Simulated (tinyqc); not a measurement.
Square-lattice Ising model by mean field, Bethe lattice, transfer matrix, exact enumeration and Monte Carlo steps: one step, computed by the program tinyqc.

H = -J sum over nearest pairs s_i s_j, s = +-1, no field, periodic boundaries; energies per site are in J. As a lattice gas or an alloy, s marks which species holds the site.

Task: Exact averages on the small cell. Weights count x exp(-K E); N = 15; u = <E>/N, c = K^2 (<E^2> - <E>^2)/N in k_B, Binder U = 1 - <M^4>/(3 <M^2>^2).

Inputs (values chosen for the exercise, for a model lattice): temperature T = 315 K.

Enumerated cell: 3 x 5.

States of the 3 x 5 cell:
```
E (J),|M|,count
-30,15,2
-22,13,30
-18,3,10
-18,9,10
-18,11,60
-14,1,60
-14,5,60
-14,7,90
-14,9,150
-14,11,150
-10,1,180
-10,3,330
-10,5,276
-10,7,390
-10,9,450
-6,1,1020
-6,3,1030
-6,5,1260
-6,7,1140
-6,9,300
-2,1,3150
-2,3,2850
-2,5,2220
-2,7,870
2,1,4170
2,3,3480
2,5,1590
2,7,240
6,1,2940
6,3,1590
6,5,540
10,1,1020
10,3,660
10,5,60
14,1,330
14,3,60
```

K = 0.4494448

Give: ln Z / N; u, cell; heat capacity c, cell; <|m|>, cell; Binder cumulant U.

Result:

ln Z / N = 0.98978

u, cell = -1.5809

heat capacity c, cell = 0.74831

<|m|>, cell = 0.83508

Binder cumulant U = 0.60991
